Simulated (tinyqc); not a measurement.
Mesh and choice of bands: charge neutrality level from zone-averaged pseudopotential bands.

Empirical pseudopotential on the fcc lattice, atoms at +/- tau, tau = a (1,1,1)/8, no spin-orbit coupling. H(G,G') = c (2 pi/a)^2 |k + G|^2 delta + VS(q) cos(q.tau) + i VA(q) sin(q.tau), q = G - G', c = hbar^2/2m0; k and G in units of 2 pi/a; VS at |q|^2 = 3, 8, 11 and VA at 3, 4, 11, in rydberg, zero elsewhere. At each k the basis holds all G with |k + G|^2 up to 16; energies are counted from the fourth level at Gamma.

Mesh: k = sum_i (n_i + 1/2)/N b_i, n_i = 0 ... N - 1, b = (-1,1,1), (1,-1,1), (1,1,-1); points with the same sorted |kx|, |ky|, |kz| after folding to the shortest k + G are joined, with their count as weight. Neutrality (branch-point) level: E_N = (1/2) mean over k of [E5 + (E3 + E4)/2], E_n the n-th level from below.

Constants: hbar^2/2m0 = 3.80998211 eV angstrom^2; Ry = 13.60569312 eV.

Values chosen for the exercise:
```
symbol  value                  unit      meaning
a       6.122                  angstrom  lattice constant
VS      (-0.218, 0.001, 0.05)  Ry        symmetric form factors
VA      (0.06, 0.05, 0.009)    Ry        antisymmetric form factors
```

E_N with E5 alone, and with (E5 + E6)/2 in its place.

Results:
```
N  joined points  E_N (eV)  E_N, two conduction bands (eV)
1              1    0.4396                          1.2363
2              2    0.5623                          1.1669
3              6    0.7339                          1.0731
4             10    0.7120                          1.0898
5             19    0.7206                          1.0827
```

What can be read from this table?

For scale, the lowest gap of this set is 0.80 eV. Against N = 5 the errors are -281, -158, +13 and -9 meV for N = 1 to 4 (N = 1 is the L point alone). Taking the second conduction band in moves E_N by +0.36 eV, more than the mesh error at N = 2: the definition, not the mesh, limits the estimate. Local form factors place the indirect gaps only to a few tenths of an eV, and E_N moves with them.

tinyqc: `OMP_NUM_THREADS=1 python tinyqc.py 1851232 1851233 out.jsonl`; about 0.1 s, one thread, shared Intel(R) Xeon(R) Processor @ 2.30GHz.
